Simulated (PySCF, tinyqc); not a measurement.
Worked calculation: RHF in the 3-21g basis, for H2, spin multiplicity 1. The lowest restricted solution is unstable here: a spin-polarised one lies 0.0067 hartree lower (PySCF). One step of it, computed by the program tinyqc.

Question. Iteration 3: DIIS coefficients. Solve [B -1; -1 0][c; lambda] = [0; -1] for the coefficients, which sum to one.

B (overlaps of the stored error matrices):
```
[[9.0116991e-02, 7.2753153e-02, 5.6018536e-02],
 [7.2753153e-02, 5.8734998e-02, 4.5224825e-02],
 [5.6018536e-02, 4.5224825e-02, 3.4822250e-02]]
```

Give: DIIS coefficients.

Answer.

DIIS coefficients: [-1.8194, 0.3597, 2.4597]
